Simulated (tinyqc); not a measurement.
Formation energy of a charged point defect from supercell energies: one step, computed by the program tinyqc.

The host is a compound AB. Making the defect adds n_A = -1, n_B = 0, n_X = 1 atoms to the cell. All total energies are inputs. E_F is counted from the valence-band maximum (VBM); x = 0 is A-rich and x = 1 B-rich growth.

Question. Concentrations at the given E_F and T. E_f(q, E_F) = E_f(q, 0) + q E_F. c_q = N_s exp(-E_f(q, E_F)/k_B T), with all degeneracy factors one and no vibrational entropy.

Inputs (values chosen for the exercise, for a model compound AB): Fermi level E_F = 0.946 eV; temperature T = 600 K; site density N_s = 4.9e+22 cm^-3.

Defect: impurity X on an A site. Supercell lattice: sc.

charge states q: 2  1  0  -1  -2

E_f(q, 0) (eV): (q=+2) 1.845857, (q=+1) 2.599314, (q=0) 3.198600, (q=-1) 4.999714, (q=-2) 7.300657

Constants: k_B = 8.617333262e-05 eV/K.

Give: Charge states; lowest formation energy; total concentration; mean charge.

Answer.

Charge states:

| q | E_f (eV) | c_q (cm^-3) | share |
|---|---|---|---|
| +2 | 3.74 | 1.97e-09 | 2.95e-05 |
| +1 | 3.55 | 8.14e-08 | 1.22e-03 |
| 0 | 3.20 | 6.65e-05 | 9.99e-01 |
| -1 | 4.05 | 4.37e-12 | 6.56e-08 |
| -2 | 5.41 | 1.82e-23 | 2.73e-19 |

lowest formation energy = 3.1986 eV

total concentration = 6.66e-05 cm^-3

mean charge = 0.00128 e

State 0 holds 99.9 % of the defects.
